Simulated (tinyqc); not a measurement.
# Schottky diode by the thermionic emission-diffusion theory, step by step

Numbers from tinyqc (`OMP_NUM_THREADS=1 python tinyqc.py 2640011 2640012 out.jsonl`; about 0.01 s on one thread of a shared Intel Xeon 2.30GHz). Printed values are rounded.

Metal on an n-type semiconductor with one parabolic valley; V > 0 is forward bias (metal positive). The band bends as a parabola over the depletion layer, by Vd = Vbi - V; no image force. Carriers drift and diffuse up to the interface and leave it with the velocity vR.

Parameters, values chosen for the exercise; band and dielectric values close to those of gallium arsenide: temperature T = 350 K; electron mass me = 0.0679 m0; relative permittivity eps_r = 13.1; electron mobility mun = 81 cm^2/(V s); barrier height seen from the metal phi = 0.69 eV; donor density Nd = 1.1e17 cm^-3; bias V = 0.45 V.

Constants: q = 1.602176634e-19 C, kB = 1.380649e-23 J/K, h = 6.62607015e-34 J s, m0 = 9.1093837015e-31 kg, Vt = kB T/q, eps0 = 8.8541878128e-14 F/cm where lengths are in cm. Results are converted to the units shown.

## Emission velocity

A* = 4 pi q me m0 kB^2/h^3 (times 1e-4 for A/(cm^2 K^2)); Nc = 2 (2 pi me m0 kB T/h^2)^1.5 (times 1e-6 for cm^-3); Vbi = phi - Vt ln(Nc/Nd); vR = A* T^2/(q Nc).

A* = 8.159762 A/(cm^2 K^2)
Nc = 5.594958e17 cm^-3
Vbi = 0.6409420 V
vR = 1.115081e7 cm/s

vR equals sqrt(kB T/(2 pi me m0)).

## Diffusion velocity

LD = sqrt(eps0 eps_r Vt/(q Nd)), a = sqrt((Vbi - V)/Vt), D(a) = exp(-a^2) int_0^a exp(s^2) ds (Dawson), vD = mun Vt/(sqrt(2) LD D(a)). For large a, vD tends to mun times the surface field sqrt(2 q Nd (Vbi - V)/(eps0 eps_r)).

LD = 14.08896 nm
a = 2.516114
D(a) = 0.2212408
vD = 5.542004e6 cm/s
mun times the surface field = 6.170101e6 cm/s

vD is 10 % below the large-a form.

## Current density

J = q Nc [vR vD/(vR + vD)] exp(-phi/Vt) [exp(V/Vt) - 1]. The quasi-Fermi level drops by Vt ln[(vR + vD)/(vD + vR exp(-V/Vt))] over the layer.

effective velocity = 3.702062e6 cm/s
J = 116.1724 A/cm^2
J over the pure emission value = 0.3319994
drop of the quasi-Fermi level over the layer = 33.25579 meV

Emission and diffusion both limit the current.
